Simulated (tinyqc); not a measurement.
Inside a calculation. Method: empirical pseudopotential in a few plane waves. One step of it, computed by the program tinyqc.

Task: Levels at k. Diagonalise the Hermitian matrix.

H(k) at k (eV), lower triangle (Hermitian):
```
                     +0+0+0               -1-1-1               -1-1+1               -1+1-1
+0+0+0             0.137826
-1-1-1   2.097308-1.106378i             9.326192
-1-1+1  -2.097308-1.106378i   0.000000+0.938793i            11.434998
-1+1-1  -2.097308-1.106378i   0.000000+0.938793i             0.557833            11.284369
-1+1+1  -2.097308+1.106378i            -0.557833   0.000000+0.938793i   0.000000+0.938793i
+1-1-1  -2.097308-1.106378i   0.000000+0.938793i             0.557833             0.557833
+1-1+1  -2.097308+1.106378i            -0.557833   0.000000+0.938793i             0.000000
+1+1-1  -2.097308+1.106378i            -0.557833             0.000000   0.000000+0.938793i
+1+1+1   2.097308+1.106378i             0.000000            -0.557833            -0.557833
-2+0+0   0.000000-0.938793i  -2.097308+1.106378i  -2.097308-1.106378i  -2.097308-1.106378i
+0-2+0   0.000000-0.938793i  -2.097308+1.106378i  -2.097308-1.106378i   0.529137-0.115448i
+0+0-2   0.000000-0.938793i  -2.097308+1.106378i   0.529137-0.115448i  -2.097308-1.106378i
+0+0+2   0.000000+0.938793i  -0.529137-0.115448i   2.097308+1.106378i  -0.529137+0.115448i
+0+2+0   0.000000+0.938793i  -0.529137-0.115448i  -0.529137+0.115448i   2.097308+1.106378i
+2+0+0   0.000000+0.938793i  -0.529137-0.115448i  -0.529137+0.115448i  -0.529137+0.115448i

                     -1+1+1               +1-1-1               +1-1+1               +1+1-1
-1+1+1            13.393175
+1-1-1             0.000000             9.476821
+1-1+1             0.557833   0.000000+0.938793i            11.585627
+1+1-1             0.557833   0.000000+0.938793i             0.557833            11.434998
+1+1+1   0.000000+0.938793i            -0.557833   0.000000+0.938793i   0.000000+0.938793i
-2+0+0   2.097308-1.106378i   0.529137-0.115448i  -0.529137-0.115448i  -0.529137-0.115448i
+0-2+0  -0.529137-0.115448i  -2.097308-1.106378i   2.097308-1.106378i  -0.529137-0.115448i
+0+0-2  -0.529137-0.115448i  -2.097308-1.106378i  -0.529137-0.115448i   2.097308-1.106378i
+0+0+2  -2.097308+1.106378i  -0.529137+0.115448i  -2.097308+1.106378i   0.529137+0.115448i
+0+2+0  -2.097308+1.106378i  -0.529137+0.115448i   0.529137+0.115448i  -2.097308+1.106378i
+2+0+0   0.529137+0.115448i   2.097308+1.106378i  -2.097308+1.106378i  -2.097308+1.106378i

                     +1+1+1     -2+0+0     +0-2+0     +0+0-2
+1+1+1            13.543803
-2+0+0  -0.529137+0.115448i  15.050093
+0-2+0  -0.529137+0.115448i   0.557833  13.242546
+0+0-2  -0.529137+0.115448i   0.557833   0.557833  13.091917
+0+0+2  -2.097308-1.106378i  -0.557833  -0.557833   0.000000
+0+2+0  -2.097308-1.106378i  -0.557833   0.000000  -0.557833
+2+0+0  -2.097308-1.106378i   0.000000  -0.557833  -0.557833

           +0+0+2     +0+2+0     +2+0+0
+0+0+2  17.309528
+0+2+0   0.557833  17.158899
+2+0+0   0.557833   0.557833  15.351351
```

Give: eigenvalues.

Result:

eigenvalues (eV): -4.3870  5.8634  6.2388  6.3619  10.3646  11.3750  11.5303  11.7686  13.7153  13.9667  16.6677  18.4793  18.9830  19.4322  22.4624
